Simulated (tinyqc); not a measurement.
Inside a calculation. Model: the 3-omega method: a line heater on a substrate with a thin film. Computed by tinyqc, a small Python program that keeps every step. Command: `OMP_NUM_THREADS=1 python tinyqc.py 3025933 3025934 out.jsonl threeomega walk`. One thread of a shared host (Intel(R) Xeon(R) Processor @ 2.30GHz), about 0.01 s of CPU time with the checks. Intermediate numbers are printed to about 7 digits and carried at full precision; extremes and crossings named in words are read from the listed rows.

A current at angular frequency omega = 2 pi f heats the line at 2 omega with the amplitude P per length; the temperature swing Delta T at 2 omega gives a voltage at 3 omega. The substrate is taken as semi-infinite and isotropic, and the heat capacity of heater and film is left out.

Inputs (values chosen for the exercise, modelled on hafnia on silicon carbide):

| quantity | value | unit |
|---|---|---|
| substrate conductivity kappa | 373 | W/(m K) |
| substrate heat capacity C | 2.13 | 1e6 J/(m^3 K) |
| heater half-width b | 4.9 | micrometre |
| power amplitude per length P | 18 | W/m |
| current frequency f | 1700 | Hz |
| film thickness t | 110 | nm |
| film conductivity kappa_f | 1.2 | W/(m K) |
| interface resistance R_i | 24 | m^2 K/GW |
| substrate thickness d_s | 500 | micrometre |
| temperature coefficient of resistance beta | 2.8 | 1e-3/K |
| voltage amplitude V_1 | 1.9 | V |

## Penetration depth

D = kappa/C; q = sqrt(2 i omega/D); penetration depth 1/|q| = sqrt(D/(2 omega)).

diffusivity D = 175.1174 mm^2/s

penetration depth = 90.53890 micrometre

|q| b = 0.05412038

penetration depth / d_s = 0.1810778

## Temperature swing of the bare substrate

Delta T_s = (P/(pi kappa)) int_0^infinity (sin x/x)^2 / sqrt(x^2 + (q b)^2) dx with (q b)^2 = i |q b|^2, averaged over the heater width (12 Gauss-Legendre points on each of the pieces 0, 14 log-spaced edges from 1e-5 to 1, and multiples of pi to 40 pi; the tail adds 1/(4 (40 pi)^2)). For |q| b much below 1: Delta T_s = (P/(pi kappa)) [-ln(|q| b) + eta - i pi/4], eta = 3/2 - C_E = 0.92278, with Euler's C_E = 0.5772157.

in-phase Delta T_s = 0.05898104 K

out-of-phase Delta T_s = -0.01203493 K

in-phase, narrow-line form = 0.05897516 K

out-of-phase, narrow-line form = -0.01206434 K

The narrow-line form misses the in-phase part by -0.01 % and the out-of-phase part by +0.2 % at |q| b = 0.054.

## The film adds a constant step

One-dimensional flow across the film: Delta T_f = P (t/kappa_f + R_i)/(2 b); total in-phase swing Delta T = Delta T_s + Delta T_f; third-harmonic amplitude V_3 = V_1 beta |Delta T|/2 with the out-of-phase part included; the apparent film conductivity is t/(t/kappa_f + R_i).

Delta T_f = 0.2124490 K

total in-phase swing = 0.2714300 K

V_3 = 0.7227132 mV

apparent film conductivity = 0.9510086 W/(m K)

film share of the in-phase swing = 0.7827026

The interface lowers the apparent conductivity by 21 %. The film gives a large part of the signal.

## Conductivity from the slope

Take the in-phase swing at f and at 2f; in the narrow-line limit kappa = P ln 2/(2 pi [Delta T(f) - Delta T(2f)]), whatever the film and the heater width.

in-phase Delta T_s at 2f = 0.05366325 K

kappa from the slope = 373.4114 W/(m K)

error of the slope method = 0.1102860 %

## The window of frequencies

The slope value uses each f and 2f: kappa = P ln 2/(2 pi [Delta T(f) - Delta T(2f)]).

Bare substrate:

| f (Hz) | penetration depth (micrometre) | \|q\| b | in-phase (K) | out-of-phase (K) | narrow-line form (K) | kappa from the slope (W/(m K)) |
|---|---|---|---|---|---|---|
| 5.8 | 1550.050 | 0.003161189 | 0.1026039 | -0.01206417 | 0.1026039 | 373.0014 |
| 58 | 490.1688 | 0.009996556 | 0.08491929 | -0.01206291 | 0.08491909 | 373.0141 |
| 580 | 155.0050 | 0.03161189 | 0.06723632 | -0.01205293 | 0.06723432 | 373.1406 |
| 2900 | 69.32034 | 0.07068632 | 0.05488321 | -0.01201758 | 0.05487319 | 373.7006 |
| 12000 | 34.07760 | 0.1437894 | 0.04400674 | -0.01190835 | 0.04396552 | 375.8710 |
| 58000 | 15.50050 | 0.3161189 | 0.03205945 | -0.01151034 | 0.03186477 | 386.4793 |
| 230000 | 7.783873 | 0.6295066 | 0.02200962 | -0.01054439 | 0.02128397 | 423.6419 |
| 1200000 | 3.407760 | 1.437894 | 0.01164885 | -0.007965530 | 0.008595971 | 609.4513 |
| 5800000 | 1.550050 | 3.161189 | 0.005401087 | -0.004628867 | -0.003504777 | 1252.990 |
| 3.50e+07 | 0.6309946 | 7.765518 | 0.002197093 | -0.002069729 | -0.01731022 | 3085.746 |

The slope gives kappa within 1 % up to |q| b = 0.14 (f = 12000 Hz) among these rows. The penetration depth stays under d_s/5 = 100 micrometre from f = 2900 Hz up, so a usable window lies between the two. At high f the flow turns one-dimensional: in-phase and out-of-phase parts become equal in size (ratio 0.94 in the last row) and fall as f^(-1/2) (exponent -0.50).

Checks made by the program: narrow-line limit at |q| b = 0.002 (relative difference 7e-07).
